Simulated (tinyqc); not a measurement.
Inside a calculation. Method: coherent transport through a tight-binding region between two chains. One step of it, computed by the program tinyqc.

Problem. Transmission at E = -0.47 eV. Surface Green function g = (E - i sqrt(4 t^2 - E^2)) / (2 t^2); self-energy tc^2 g on each contact site; G = (E - H - Sigma)^(-1); Gamma = -2 Im Sigma; T = Gamma_L Gamma_R |G_LR|^2; local density of states -Im G_ii / pi.

H of the central region (eV):
```
           1          2          3
1   0.760000  -1.640000   0.000000
2  -1.640000   0.170000  -1.640000
3   0.000000  -1.640000   0.210000
```

Leads: semi-infinite chains with site energy 0:
```
parameter                           value
lead hopping t (eV)              2.670000
coupling to the left lead (eV)   0.700000
coupling to the right lead (eV)  0.870000
left contact site                       1
right contact site                      3
```

E = -0.470000 eV

Give: g; G; local density of states; transmission.

Solution.

g = -0.0330-0.3731i 1/eV

G (1/eV):
```
                 1               2                3
1  -0.4699-0.1383i  0.2466-0.0500i   0.5661+0.1188i
2   0.2466-0.0500i  0.1769-0.0645i   0.4322+0.0248i
3   0.5661+0.1188i  0.4322+0.0248i  -0.3974-0.1091i
```

local density of states (1/eV): 0.0440  0.0205  0.0347

transmission = 0.0691
